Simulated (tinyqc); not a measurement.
Worked calculation: UKS/LDA (PW92) in the sto-3g basis, for H4+, spin multiplicity 2. One step of it, computed by the program tinyqc.

Task: Iteration 2: diagonalisation and new density. Diagonalise F' = X^T F X, C = X C', fill 2 alpha and 1 beta electrons from the bottom; D(s) = C_occ C_occ^T. Each column has its largest component positive (the first on a tie).

extrapolated F(alpha) (hartree):
```
           1H 1s      2H 1s      3H 1s      4H 1s
1H 1s  -0.502154  -0.262703  -0.088436  -0.045395
2H 1s  -0.262703  -0.502154  -0.045395  -0.088436
3H 1s  -0.088436  -0.045395  -0.502154  -0.262703
4H 1s  -0.045395  -0.088436  -0.262703  -0.502154
```

extrapolated F(beta) (hartree):
```
           1H 1s      2H 1s      3H 1s      4H 1s
1H 1s  -0.448539  -0.250068  -0.085221  -0.043925
2H 1s  -0.250068  -0.448539  -0.043925  -0.085221
3H 1s  -0.085221  -0.043925  -0.448539  -0.250068
4H 1s  -0.043925  -0.085221  -0.250068  -0.448539
```

X:
```
           1H 1s      2H 1s      3H 1s      4H 1s
1H 1s   1.035823  -0.150242  -0.045356  -0.002582
2H 1s  -0.150242   1.035823  -0.002582  -0.045356
3H 1s  -0.045356  -0.002582   1.035823  -0.150242
4H 1s  -0.002582  -0.045356  -0.150242   1.035823
```

Give: F' = X^T F X; orbital energies; coefficients C; F' = X^T F X; orbital energies; coefficients C; D(alpha) after iteration 2; D(beta) after iteration 2.

Result:

F' = X^T F X (alpha) (hartree):
```
         1        2        3        4
1  -0.4616  -0.1287  -0.0383  -0.0020
2  -0.1287  -0.4616  -0.0020  -0.0383
3  -0.0383  -0.0020  -0.4616  -0.1287
4  -0.0020  -0.0383  -0.1287  -0.4616
```

orbital energies (alpha) (hartree): MO1 -0.6306, MO2 -0.5499, MO3 -0.3693, MO4 -0.2966

coefficients C (alpha):
```
          MO1      MO2      MO3      MO4
1H 1s  0.4188   0.4668   0.5716   0.6144
2H 1s  0.4188   0.4668  -0.5716  -0.6144
3H 1s  0.4188  -0.4668   0.5716  -0.6144
4H 1s  0.4188  -0.4668  -0.5716   0.6144
```

F' = X^T F X (beta) (hartree):
```
         1        2        3        4
1  -0.4069  -0.1316  -0.0401  -0.0021
2  -0.1316  -0.4069  -0.0021  -0.0401
3  -0.0401  -0.0021  -0.4069  -0.1316
4  -0.0021  -0.0401  -0.1316  -0.4069
```

orbital energies (beta) (hartree): MO1 -0.5808, MO2 -0.4963, MO3 -0.3134, MO4 -0.2373

coefficients C (beta):
```
          MO1      MO2      MO3      MO4
1H 1s  0.4188   0.4668   0.5716   0.6144
2H 1s  0.4188   0.4668  -0.5716  -0.6144
3H 1s  0.4188  -0.4668   0.5716  -0.6144
4H 1s  0.4188  -0.4668  -0.5716   0.6144
```

D(alpha) after iteration 2:
```
         1H 1s    2H 1s    3H 1s    4H 1s
1H 1s   0.3933   0.3933  -0.0425  -0.0425
2H 1s   0.3933   0.3933  -0.0425  -0.0425
3H 1s  -0.0425  -0.0425   0.3933   0.3933
4H 1s  -0.0425  -0.0425   0.3933   0.3933
```

D(beta) after iteration 2:
```
        1H 1s   2H 1s   3H 1s   4H 1s
1H 1s  0.1754  0.1754  0.1754  0.1754
2H 1s  0.1754  0.1754  0.1754  0.1754
3H 1s  0.1754  0.1754  0.1754  0.1754
4H 1s  0.1754  0.1754  0.1754  0.1754
```
